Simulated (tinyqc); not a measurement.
# Carrier lifetime of a p-type layer with SRH, radiative, Auger and surface recombination: what changes with what

Uniform excess density dn = dp (no trapping), n = n0 + dn, p = p0 + dn, Boltzmann statistics, full ionisation. Surfaces enter as a rate 2 S dn/d, which holds while diffusion to them is fast.

Values chosen for this exercise; band and dielectric values close to those of gallium nitride:
```
symbol,value,unit,meaning
T,400,K,temperature
Eg,3.43,eV,band gap
Nc,3.6e18,cm^-3,conduction-band density of states at T
Nv,7.21e19,cm^-3,valence-band density of states at T
B,1.11e-10,cm^3/s,radiative coefficient
N,4.1e17,cm^-3,acceptor density
Cn,4.9e-31,cm^6/s,Auger coefficient (two electrons)
Cp,6.6e-32,cm^6/s,Auger coefficient (two holes)
Nt,1.1e11,cm^-3,trap density
sn,8e-15,cm^2,capture cross-section for electrons
sp,5e-14,cm^2,capture cross-section for holes
vth,2e7,cm/s,thermal velocity (both carriers)
Et,0.51,eV,trap level below the conduction band
S,2,cm/s,surface recombination velocity (both faces)
d,200,um,sample thickness
```

Constants: q = 1.602176634e-19 C, kB = 1.380649e-23 J/K, Vt = kB T/q. Results are converted to the units shown.

Each table varies one quantity; the others keep the values above.

## Lifetime against injection

ni = sqrt(Nc Nv) exp(-Eg/(2 Vt)), Eg in volts; majority density N/2 + sqrt(N^2/4 + ni^2), n0 p0 = ni^2; n1 = Nc exp(-Et/Vt), p1 = Nv exp((Et - Eg)/Vt); tn0 = 1/(sn vth Nt), tp0 = 1/(sp vth Nt). With e = n p - ni^2 = dn (n0 + p0 + dn): U_SRH = e/(tp0 (n + n1) + tn0 (p + p1)), U_rad = B e, U_Aug = (Cn n + Cp p) e, U_s = 2 S dn/d. Each tau is dn over its rate; tau = dn/U with U the sum.

The same in every row: tau_s (s) = 0.0050000.

Lifetime against injection:
```
dn (cm^-3)  tau_SRH (s)  tau_rad (s)  tau_Aug (s)     tau (s)  radiative share (%)  largest path
1e11          5.6818e-5    2.1973e-8    9.0134e-5   2.1959e-8               99.937     radiative
1e12          5.6818e-5    2.1973e-8    9.0132e-5   2.1959e-8               99.937     radiative
1e13          5.6818e-5    2.1973e-8    9.0113e-5   2.1959e-8               99.937     radiative
1e14          5.6820e-5    2.1968e-8    8.9927e-5   2.1954e-8               99.937     radiative
1e15          5.6840e-5    2.1920e-8    8.8104e-5   2.1906e-8               99.936     radiative
1e16          5.7035e-5    2.1450e-8    7.2991e-5   2.1436e-8               99.933     radiative
1e17          5.8601e-5    1.7665e-8    2.3721e-5   1.7646e-8               99.895     radiative
1e18          6.3266e-5    6.3894e-9    1.2164e-6   6.3553e-9               99.467     radiative
1e19          6.5551e-5   8.6542e-10    1.7194e-8  8.2394e-10               95.207     radiative
```

Radiative recombination leads at dn = 1e11 and in all other rows. The total lifetime falls from 2.20e-8 to 8.24e-10 s. tau_SRH goes from 5.68e-5 s (low-injection limit 5.68e-5 s) to 6.56e-5 s (high-injection limit tn0 + tp0 = 6.59e-5 s). Between the last two rows tau_rad goes as dn^(-0.87) and tau_Aug as dn^(-1.85); the radiative share falls from 99.9 to 95.2 %. For dn = 1e19 the carriers are degenerate, where B and the Auger coefficients no longer stay constant.

## Effect of the trap level below the conduction band at dn = 2e14 cm^-3

Same model as above.

Here dn = 2e14 cm^-3.

The same in every row: tau_rad (s) = 2.196e-8; tau_Aug (s) = 8.972e-5; tau_s (s) = 0.005000.

Effect of the trap level below the conduction band at dn = 2e14 cm^-3:
```
Et (eV)  tau_SRH (s)   tau (s)  radiative share (%)  largest path
0.06        7.082e-5  2.195e-8                99.94     radiative
0.47        5.682e-5  2.195e-8                99.94     radiative
0.89        5.682e-5  2.195e-8                99.94     radiative
1.3         5.682e-5  2.195e-8                99.94     radiative
1.72        5.682e-5  2.195e-8                99.94     radiative
2.13        5.682e-5  2.195e-8                99.94     radiative
2.54        5.682e-5  2.195e-8                99.94     radiative
2.96        5.683e-5  2.195e-8                99.94     radiative
3.37        0.001809  2.196e-8                99.97     radiative
```

What does the comparison show?

Radiative recombination leads at Et = 0.06 and in all other rows. tau_SRH goes from 7.08e-5 through a minimum of 5.68e-5 (at Et = 0.47 to 2.54 among the rows listed) to 0.00181 s and the total lifetime stays near 2.19e-8 s. tau_SRH is within a factor 1.5 of its lowest value for Et from 0.06 to 2.96 eV; nearer a band edge n1 or p1 outgrows the carrier densities and the trap re-emits what it captured.

Program tinyqc, `OMP_NUM_THREADS=1 python tinyqc.py 2300122 2300123 out.jsonl`; Intel Xeon 2.30GHz, shared host, one thread, about 0.01 s.
